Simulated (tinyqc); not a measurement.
Koster-Slater impurity in a tight-binding band, by Green functions and by supercells. From weight on the impurity site back to impurity potential U. Computed by tinyqc, a small Python program. Command: `OMP_NUM_THREADS=1 python tinyqc.py 3005574 3005575 out.jsonl kosterslater inv`. One thread of a shared host (Intel(R) Xeon(R) Processor @ 2.30GHz), about 0.02 s of CPU time with the checks.

One orbital per site, e(k) = -2 t sum cos(k_i) over 2 direction(s), band from -4 t to 4 t, lattice constant 1. One site has the extra energy U. Spin is left out.

Inputs (values chosen for the exercise, for a model band): hopping t = 0.95 eV.

Lattice: square.

Method:
- Outside the band G0(E) = (2/(pi E)) K(m), m = 16 t^2/E^2, K the complete elliptic integral with parameter m.
- A bound state solves 1/U = G0(E).
- Bisection in ln(distance from the edge) between 1e-5 t and |U| + t. Weight on the impurity site: -1/(U^2 dG0/dE), by a central difference with step min(1e-4 t, distance/30). Decay length along an axis: 1/arccosh(1 + distance/(2 t)).

Question. A run gave the result below. Find the impurity potential U, known to lie between -6.2 and -2.7 eV.

weight on the impurity site = 0.5993237

Answer.

Each step takes the trial c = (a f_b - b f_a)/(f_b - f_a), f being the result less the target; c replaces end b, the old b replaces a if the sign of f changed, and otherwise f_a is halved.

Scan of the range:
```
impurity potential U (eV)  weight on the impurity site
-6.20                                         0.900556
-5.62                                         0.877871
-5.03                                         0.845900
-4.45                                         0.800863
-3.87                                         0.734141
-3.28                                         0.630052
-2.70                                         0.473412
```

False position (Illinois rule) inside the bracket:
```
step     end a     end b     trial  weight on the impurity site
1     -3.28000  -2.70000  -3.16622                     0.604157
2     -2.70000  -3.16622  -3.14899                     0.600042
3     -2.70000  -3.14899  -3.14392                     0.598823
4     -3.14899  -3.14392  -3.14600                     0.599324
5     -3.14392  -3.14600  -3.14600                     0.599324
```

Weight on the impurity site falls at every point of a 13-point scan of the range (every second point is shown), so one value fits; it is bracketed by -3.28 and -2.70. Answer: impurity potential U = -3.146 eV.
